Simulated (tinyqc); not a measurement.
Inside a calculation. Method: plane-wave Kohn-Sham cycle with exchange-only LDA in a layered model solid. One step of it, computed by the program tinyqc.

Problem. Iteration 1: potential. V_H(G) = 4 pi rho(G)/G^2 for G != 0 (uniform background); v_x = -(3 rho/pi)^(1/3); V = V_ext + V_H + v_x; Fourier components f(G_m) = (1/N) sum_j f(x_j) exp(-i G_m x_j).

A solid whose potential varies along x alone (atomic units):
```
parameter                      value
period a                   11.800000
cross-section of the cell  27.000000
electrons per cell                 2
grid points                       16
plane waves -n..n, n               3
k points                           1
V1 in V1 cos(2 pi x/a)     -0.320000
V2 in V2 cos(4 pi x/a)     -0.070000
```

density at the start, on the grid x_j = j a/N (e/bohr^3): [0.00627746, 0.00627746, 0.00627746, 0.00627746, 0.00627746, 0.00627746, 0.00627746, 0.00627746, 0.00627746, 0.00627746, 0.00627746, 0.00627746, 0.00627746, 0.00627746, 0.00627746, 0.00627746]

Give: Potentials on the grid; V(G_m), m = 0, 1, 2, ....

Solution.

Potentials on the grid (hartree):
```
x          V_ext     V_H      v_x        V
0.0000   -0.3900  0.0000  -0.1817  -0.5717
0.7375   -0.3451  0.0000  -0.1817  -0.5268
1.4750   -0.2263  0.0000  -0.1817  -0.4079
2.2125   -0.0730  0.0000  -0.1817  -0.2546
2.9500    0.0700  0.0000  -0.1817  -0.1117
3.6875    0.1720  0.0000  -0.1817  -0.0097
4.4250    0.2263  0.0000  -0.1817   0.0446
5.1625    0.2461  0.0000  -0.1817   0.0645
5.9000    0.2500  0.0000  -0.1817   0.0683
6.6375    0.2461  0.0000  -0.1817   0.0645
7.3750    0.2263  0.0000  -0.1817   0.0446
8.1125    0.1720  0.0000  -0.1817  -0.0097
8.8500    0.0700  0.0000  -0.1817  -0.1117
9.5875   -0.0730  0.0000  -0.1817  -0.2546
10.3250  -0.2263  0.0000  -0.1817  -0.4079
11.0625  -0.3451  0.0000  -0.1817  -0.5268
```

V(G_m), m = 0, 1, 2, ... (hartree): [-0.1817, -0.1600, -0.0350, 0.0000, 0.0000, 0.0000, 0.0000]
